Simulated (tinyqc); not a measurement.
From results back to parameters: smearing for a one-band metal on the square lattice. Three cases, with inputs chosen for the exercise.

Problem. With Gaussian smearing, f = erfc(x)/2, s = exp(-x^2)/(2 sqrt(pi)), x = (E_k - mu)/sigma and free energy F = E - sigma S, small widths give F(sigma) = E0 - D sigma^2/4, where D is the density of states at the Fermi level (both spins, per cell). F at two widths was computed from hidden E0 and D.

Case 1.

Values chosen: s1 = 0.143 eV; s2 = 0.286 eV.
F(s1) = -1.8429080 eV
F(s2) = -1.8672321 eV

Case 2.

Values chosen: s1 = 0.108 eV; s2 = 0.216 eV.
F(s1) = -1.7631503 eV
F(s2) = -1.7651011 eV

Case 3.

Values chosen: s1 = 0.06 eV; s2 = 0.12 eV.
F(s1) = -0.8820486 eV
F(s2) = -0.8875944 eV

Find: D; E0.

Solution. D = 4 (F(s1) - F(s2))/(s2^2 - s1^2); E0 = F(s1) + D s1^2/4.

Case 1.

D = 1.586 1/eV
E0 = -1.8348 eV

Case 2.

D = 0.223 1/eV
E0 = -1.7625 eV

Case 3.

D = 2.054 1/eV
E0 = -0.8802 eV

Computed by tinyqc, one run a case: `OMP_NUM_THREADS=1 python tinyqc.py N N+1 out.jsonl` with N = 1650848, 1651181, 1651297; one thread of a shared Intel(R) Xeon(R) Processor @ 2.30GHz, about 0.1 s a run at most.
